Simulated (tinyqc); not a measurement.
# Undoped symmetric double-gate MOSFET, analytic potential model: effect of the temperature

An undoped body of thickness ts between two equal insulators and tied gates; long channel, electrons only, n = ni exp((psi - V)/Vt) with V the quasi-Fermi potential (0 at the source, Vd at the drain), constant mobility, no quantisation. Across the body psi(x) = V - 2 Vt ln[(ts/(2 beta)) sqrt(q ni/(2 eps0 eps_r Vt)) cos(2 beta x/ts)], x from the centre. Q is the electron charge per area of the whole body.

Nc and Nv are given at 300 K and scale as (T/300 K)^1.5; Eg and mu are held fixed. ni = sqrt(Nc Nv) exp(-Eg/(2 Vt)), Eg in volts; r = eps_r tox/(eox ts); V0 = dphi + 2 Vt ln[(2/ts) sqrt(2 eps0 eps_r Vt/(q ni))]. beta (between 0 and pi/2) solves (Vg - V0 - V)/(2 Vt) = ln(beta) - ln(cos beta) + 2 r beta tan(beta). Q = 8 eps0 eps_r Vt beta tan(beta)/ts; I = mu (1/L)(4 eps0 eps_r/ts)(2 Vt)^2 [g(beta_s) - g(beta_d)] per width, g = beta tan(beta) - beta^2/2 + r beta^2 tan^2(beta), with beta_s at V = 0 and beta_d at V = Vd.  I(low) is taken at Vg = 0.09 V, Qs and I(high) at Vg = 0.84 V.

Parameters, values chosen for the exercise; material values those of a made-up semiconductor: band gap Eg = 1.08 eV; relative permittivity of the semiconductor eps_r = 14.6; conduction-band density of states at the reference temperature Nc = 3.58e19 cm^-3; valence-band density of states at the reference temperature Nv = 2.94e19 cm^-3; relative permittivity of the gate insulator eox = 3.81; insulator thickness tox = 3.5 nm; body thickness ts = 10 nm; gate work function less that of the intrinsic body dphi = -0.12 V; channel mobility mu = 320 cm^2/(V s); gate length L = 0.1 um; drain voltage Vd = 0.8 V.

Constants: q = 1.602176634e-19 C, kB = 1.380649e-23 J/K, Vt = kB T/q, eps0 = 8.8541878128e-14 F/cm where lengths are in cm. Results are converted to the units shown.

Results:

| T (K) | V0 (V) | I(low) (nA/um) | Qs(high) (nC/cm^2) | I(high) (uA/um) |
|---|---|---|---|---|
| 220 | 0.3667 | 0.005458 | 805.8 | 617.4 |
| 250 | 0.3580 | 0.06067 | 816.7 | 642.4 |
| 280 | 0.3492 | 0.4157 | 828.5 | 669.1 |
| 310 | 0.3403 | 2.014 | 841.2 | 697.4 |
| 370 | 0.3220 | 23.19 | 868.6 | 758.4 |
| 400 | 0.3128 | 61.09 | 883.1 | 791.0 |
| 430 | 0.3034 | 142.1 | 898.0 | 824.9 |

Estimate the missing row, T = 340 K.

Computed row:

| T (K) | V0 (V) | I(low) (nA/um) | Qs(high) (nC/cm^2) | I(high) (uA/um) |
|---|---|---|---|---|
| 340 | 0.3312 | 7.542 | 854.6 | 727.1 |

With this row back in the table: As T goes from 220 to 430 K, I(low) rises from 0.00546 to 142 nA/um and I(high) rises from 617 to 825 uA/um. V0 falls from 0.367 to 0.303 V. For T = 220 to 400 K the surface density at the source at the higher gate voltage passes 0.3 Nc, where Boltzmann statistics fail. In every row mu V/L at the higher gate voltage, with V the smaller of Vd and Vg - V0, passes 3e6 cm/s, so velocity saturation would lower the current. In every row the mobility is held fixed, though a real one changes with T.

Numbers from tinyqc (`OMP_NUM_THREADS=1 python tinyqc.py 2440174 2440175 out.jsonl`; about 0.02 s on one thread of a shared Intel Xeon 2.30GHz).
